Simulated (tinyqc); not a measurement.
Worked calculation: sputter depth profiling of a dopant layer: erosion rate, quantification and the mixing-roughness response. Computed by tinyqc, a small Python program that keeps every step. Command: `OMP_NUM_THREADS=1 python tinyqc.py 3025238 3025239 out.jsonl sims walk`. One thread of a shared host (Intel(R) Xeon(R) Processor @ 2.30GHz), about 0.05 s of CPU time with the checks. Intermediate numbers are printed to about 5 digits and carried at full precision; extremes and crossings named in words are read from the listed rows.

A rastered ion beam erodes silicon (49.94 atoms per nm^3). The measured profile is the true one convolved with a depth response.

Inputs (values chosen for the exercise, modelled on a dopant in silicon under an oxygen or caesium beam):

| quantity | value | unit |
|---|---|---|
| beam energy E | 0.98 | keV |
| beam current | 71 | nA |
| raster side | 250 | um |
| sputter yield at 1 keV | 0.68 | - |
| mixing length at 1 keV | 1.3 | nm |
| roughness sigma | 0.7 | nm |
| depth of the top edge z0 | 54 | nm |
| box width b | 2.3 | nm |
| box concentration C | 2.3e+19 | 1/cm^3 |
| relative sensitivity factor RSF | 1.2e+21 | 1/cm^3 |
| matrix count rate | 330000 | 1/s |
| background count rate | 6 | 1/s |
| counting time per point | 1 | s |
| level that defines the junction C_B | 5e+16 | 1/cm^3 |

True profile: box.

Constants: e = 1.602176634e-19 C.

## Erosion and sensitivity

Scaling chosen for the exercise: yield Y = Y1 E^0.5, mixing length w = w1 E^0.5 (E in keV). Erosion rate = Y I/(e x raster^2 x density); depth step = rate x counting time; concentration = RSF x counts/matrix counts; detection limit = RSF x 3 sqrt(background x time)/(matrix rate x time).

yield Y = 0.67317

mixing length w = 1.2869 nm

erosion rate = 0.095574 nm/s

depth step = 0.095574 nm

detection limit = 2.6722e+16 1/cm^3

## Measured shape

Mixing alone turns a layer at z0 into (1/w) exp(-(z - z0 + w)/w) for z > z0 - w; roughness adds a Gaussian of width sigma. With x = z - z0 + w: g(x) = (1/(2w)) exp(sigma^2/(2 w^2) - x/w) erfc((sigma/w - x/sigma)/sqrt2), and its integral G(x) = (1/2) erfc(-x/(sigma sqrt2)) - w g(x). Measured: C [G(x) - G(x - b)]. Find the maximum, the full width at half maximum and the deep point where the profile falls to C_B; far down, the trailing edge decays by w ln(10) per decade.

depth of the maximum = 54.714 nm

peak concentration = 1.5256e+19 1/cm^3

full width at half maximum = 3.1015 nm

apparent junction depth = 62.858 nm

trailing slope = 2.9633 nm/decade

The true deep edge lies at 56.3 nm, so the junction appears 6.56 nm too deep. The peak reaches 66.3 % of the true concentration.

## Moments

Convolution adds means and variances: the response has mean 0 (shift -w plus exponential mean w) and variance w^2 + sigma^2; a box adds the mean b/2 and the variance b^2/12.

centroid = 55.15 nm

standard deviation = 1.6084 nm

maximum minus centroid = -0.43609 nm

The centroid stays at the true position while the maximum lies nearer the surface, so depth is read from the centroid.

## Points of the profile

Counts = concentration x matrix rate x time/RSF + background x time; relative noise 1/sqrt(counts). Depths are z0 - w + k (w + sigma), k = -0.5, 0, 0.5, 1, 2, 3, 5, 8, 12.

Profile:

| k | z (nm) | measured (1/cm^3) | counts | relative noise |
|---|---|---|---|---|
| -0.5 | 51.720 | 3.6012e+17 | 1.0503e+02 | 0.09758 |
| 0.0 | 52.713 | 3.6786e+18 | 1.0176e+03 | 0.03135 |
| 0.5 | 53.707 | 1.1109e+19 | 3.0609e+03 | 0.01807 |
| 1.0 | 54.700 | 1.5255e+19 | 4.2012e+03 | 0.01543 |
| 2.0 | 56.687 | 6.0049e+18 | 1.6573e+03 | 0.02456 |
| 3.0 | 58.674 | 1.2912e+18 | 3.6109e+02 | 0.05263 |
| 5.0 | 62.648 | 5.8879e+16 | 2.2192e+01 | 0.21228 |
| 8.0 | 68.609 | 5.7333e+14 | 6.1577e+00 | 0.40299 |
| 12.0 | 76.556 | 1.1921e+12 | 6.0003e+00 | 0.40824 |

## Beam energy: resolution against speed

Width = full width at half maximum; the apparent junction is the deep point where the profile falls to C_B; time to profile to twice z0 = 2 z0/erosion rate, at fixed current.

Measured values:

| E (keV) | w (nm) | peak (1/cm^3) | width (nm) | apparent junction (nm) | time (min) |
|---|---|---|---|---|---|
| 0.15 | 0.5035 | 1.9086e+19 | 2.6354 | 59.365 | 48.139 |
| 0.25 | 0.6500 | 1.8331e+19 | 2.7150 | 59.993 | 37.288 |
| 0.50 | 0.9192 | 1.6954e+19 | 2.8729 | 61.205 | 26.367 |
| 1.00 | 1.3000 | 1.5201e+19 | 3.1098 | 62.916 | 18.644 |
| 2.00 | 1.8385 | 1.3179e+19 | 3.4618 | 65.247 | 13.183 |
| 4.00 | 2.6000 | 1.1051e+19 | 3.9834 | 68.351 | 9.322 |
| 8.00 | 3.6770 | 8.9803e+18 | 4.7448 | 72.419 | 6.592 |

From the highest to the lowest energy the width goes from 4.74 to 2.64 nm, towards the floor set by roughness and the box width 2.3 nm, and the junction error from 16.1 to 3.06 nm, at 7.3 times the time. Extrapolating the tail slope to zero energy separates mixing from real diffusion. Caution: the surface transient, segregation under the beam and the growth of roughness with depth are left out, and real yields fall faster near the sputter threshold.

Checks made by the program: dose under the measured profile (relative difference below 1e-10).
